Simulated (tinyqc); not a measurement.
# Changing the natural width Gamma_0

Model: Raman line shape of confined optical phonons and breathing modes of small crystals. Computed by tinyqc, a small Python program. Command: `OMP_NUM_THREADS=1 python tinyqc.py 3021211 3021212 out.jsonl confine sweep`. One thread of a shared host (Intel(R) Xeon(R) Processor @ 2.30GHz), about 0.05 s of CPU time with the checks.

Confinement in 1 direction(s) lets phonons with q away from zero scatter light. q is in units of 2 pi/a, from 0 to 1, and the branch is isotropic: omega(q)^2 = (omega_0^2 + omega_X^2)/2 + ((omega_0^2 - omega_X^2)/2) cos(pi q). The model and its constant beta are phenomenological; beta = 8 is the common choice.

Inputs (values chosen for the exercise, modelled on germanium):
```
quantity,value,unit
bulk frequency omega_0,300.9,1/cm
frequency at the zone boundary omega_X,243,1/cm
lattice constant a,5.658,angstrom
size L,3,nm
confinement constant beta,8,-
probe offset omega - omega_0,-10,1/cm
```

Shape: film.

Method:
- Weight W(q) = q^0 exp(-(2 L q/a)^2/(2 beta)) dq, that is exp(-k^2 L^2/(2 beta pi^2)) for k = 2 pi q/a.
- I(omega) = int W(q) / [(omega - omega(q))^2 + (Gamma_0/2)^2] dq / int W dq x (Gamma_0/2)^2, by 400 Gauss-Legendre points on 0 < q < min(1, 2.5 a sqrt(2 beta)/L).
- Bulk Lorentzian 1/(1 + (2 offset/Gamma)^2); mean shift = weighted mean of omega(q) less the bulk frequency.
- The peak is the maximum of I; the width is taken between the half-maximum points, and the asymmetry is the low-side half-width over the high-side one.

One run for each value:
```
natural width Gamma_0 (1/cm),peak shift (1/cm),asymmetry,full width (1/cm),"mean shift, from the weights (1/cm)"
0.8,-0.22448,3.5171,2.3540,-8.0071
1.2,-0.33216,3.3030,3.3453,-8.0071
1.8,-0.48844,3.0495,4.6862,-8.0071
2.7,-0.71202,2.7666,6.4696,-8.0071
4.1,-1.03680,2.4604,8.8952,-8.0071
6.2,-1.47900,2.1611,12.0600,-8.0071
9.3,-2.05200,1.8878,16.1560,-8.0071
14.0,-2.78120,1.6441,21.6810,-8.0071
```

Over the rows, peak shift (1/cm) falls from -0.224 to -2.78 (exponent d ln y / d ln x 0.97 between the first rows and 0.74 between the last); asymmetry falls from 3.52 to 1.64 (exponent d ln y / d ln x -0.15 between the first rows and -0.34 between the last); full width (1/cm) rises from 2.35 to 21.7 (exponent d ln y / d ln x 0.87 between the first rows and 0.72 between the last). A broad natural line averages over the spread of omega(q): the peak moves towards the mean shift and the asymmetry fades.

Extremes, crossings and ranges named in words are read from the listed rows.
